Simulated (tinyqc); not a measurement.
# Frequency dispersion of an accumulation capacitance by border traps, distributed model: what changes with what

Traps spread evenly through the insulator exchange electrons with the semiconductor by tunnelling, with tau(x) = t0 exp(2 ka x) at depth x from the interface. The admittance per area Y seen at depth x obeys dY/dx = -Y^2/(i w eps0 eox) + q Nb ln(1 + i w tau)/tau, with Y(0) = i w Cs and w = 2 pi f; the gate sees Y(tox) = G + i w C. Working variable y = Y/(i w), in uF/cm^2. Cox = eps0 eox/tox.

Parameters, values chosen for the exercise; permittivity close to that of zirconium oxide:
```
symbol,value,unit,meaning
eox,22,,relative permittivity of the insulator
tox,6.3,nm,insulator thickness
Cs,1.7,uF/cm^2,semiconductor capacitance in accumulation
Nb,1.9e19,cm^-3 eV^-1,density of border traps
ka,6.1,1/nm,decay constant of the wave function in the insulator
t0,8e-11,s,time constant of a trap at the interface
f,1e6,Hz,frequency
```

Constants: q = 1.602176634e-19 C, eps0 = 8.8541878128e-14 F/cm where lengths are in cm. Results are converted to the units shown.

Each table varies one quantity; the others keep the values above.

## Capacitance and loss against frequency

Cox; trap-free value 1/(1/Cox + 1/Cs); response depth d = ln(1/(w t0))/(2 ka), where w tau = 1; lumped estimate: all traps within d act as C_bt = q Nb d placed at d/2, so C = 1/{1/[1/(1/Cs + d/(2 eps0 eox)) + C_bt] + (tox - d/2)/(eps0 eox)}. C and G from a fine integration; dispersion -d C/d log10 f over C, from f times and over 1.1. For a broad spread of time constants G/w is close to -(pi/2) dC/d ln w.

The same in every row: trap-free C (uF/cm^2) = 1.097.

Capacitance and loss against frequency:
```
f (Hz)	d (nm)	C (uF/cm^2)	G/w (uF/cm^2)	dispersion (% a decade)	-(pi/2) dC/d ln w (uF/cm^2)	lumped C (uF/cm^2)
10	1.566	1.318	0.01842	2.049	0.01841	1.304
100	1.378	1.291	0.01809	2.054	0.01809	1.278
1000	1.189	1.265	0.01779	2.061	0.01778	1.252
10000	1.000	1.239	0.01751	2.071	0.01750	1.227
1e5	0.8113	1.213	0.01725	2.084	0.01725	1.202
1e6	0.6226	1.188	0.01701	2.099	0.01701	1.177
1e7	0.4339	1.163	0.01678	2.116	0.01680	1.152
```

C falls from 1.318 to 1.163 uF/cm^2, towards the trap-free 1.097; each decade of frequency removes ln 10/(2 ka) = 0.189 nm from the response depth. The dispersion rises from 2.05 to 2.12 % a decade and G/w falls from 0.0184 to 0.0168 uF/cm^2. G/w lies between 0.999 and 1.00 times -(pi/2) dC/d ln w, the relation for a broad spread of time constants.

## Effect of the semiconductor capacitance in accumulation

Same model as above.

The same in every row: d (nm) = 0.6226.

Effect of the semiconductor capacitance in accumulation:
```
Cs (uF/cm^2)	C (uF/cm^2)	G/w (uF/cm^2)	dispersion (% a decade)	-(pi/2) dC/d ln w (uF/cm^2)	lumped C (uF/cm^2)	trap-free C (uF/cm^2)
0.2	0.3679	0.03135	12.49	0.03135	0.3474	0.1878
0.39	0.5089	0.02858	8.230	0.02857	0.4901	0.3463
0.75	0.7396	0.02432	4.819	0.02431	0.7236	0.6036
1.4	1.066	0.01887	2.594	0.01887	1.054	0.9637
2.8	1.533	0.01229	1.175	0.01229	1.525	1.469
5.4	2.000	0.007108	0.5208	0.007106	1.995	1.966
10	2.378	0.003948	0.2430	0.003943	2.376	2.362
20	2.685	0.002067	0.1124	0.002060	2.684	2.678
```

What does the table show?

As Cs goes from 0.2 to 20, C rises from 0.368 to 2.69 uF/cm^2, the dispersion falls from 12.5 to 0.112 % a decade and G/w falls from 0.0314 to 0.00207 uF/cm^2. The lumped estimate is 5.6 % below C in the first row and 0.055 % below it in the last. The same traps disperse C more when Cs is small, since they then add to the weaker series term.

Program tinyqc, `OMP_NUM_THREADS=1 python tinyqc.py 2202105 2202106 out.jsonl`; Intel Xeon 2.30GHz, shared host, one thread, about 0.4 s.
